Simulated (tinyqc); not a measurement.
Two coupled magnetic layers: synthetic antiferromagnet, spin flop, exchange bias and magnetoresistance: one step, computed by the program tinyqc. Command: `OMP_NUM_THREADS=1 python tinyqc.py 3003777 3003778 out.jsonl saf walk`. One thread of a shared host (Intel(R) Xeon(R) Processor @ 2.30GHz), about 0.3 s of CPU time with the checks.

Moments lie in the plane at the angles p1, p2 from the field. Energy per area: E = J1 cos(p1 - p2) + J2 cos^2(p1 - p2) - B M_s (t1 cos p1 + t2 cos p2) + K (t1 sin^2 p1 + t2 sin^2 p2).

Question. Limit of the antiparallel state. With p1 = 0, p2 = 180 degrees and c2 = J1 - 2 J2 the Hessian is [[c2 + t1 (2K + b), -c2], [-c2, c2 + t2 (2K - b)]], b = B M_s; its determinant vanishes at the positive root of t1 t2 b^2 - c2 (t1 - t2) b - [2K c2 (t1 + t2) + 4 K^2 t1 t2] = 0.

Inputs (values chosen for the exercise, for a model stack):

| quantity | value | unit |
|---|---|---|
| saturation magnetisation M_s | 1190 | kA/m |
| thickness t1 | 2.1 | nm |
| thickness t2 | 1.5 | nm |
| antiferromagnetic coupling J1 | 0.48 | mJ/m^2 |
| biquadratic coupling J2 | 0 | mJ/m^2 |
| in-plane anisotropy K | 1.5 | kJ/m^3 |

Field direction: along the easy axis.

Give: stability limit B_sf of the antiparallel state.

Answer.

stability limit B_sf of the antiparallel state = 89.84 mT
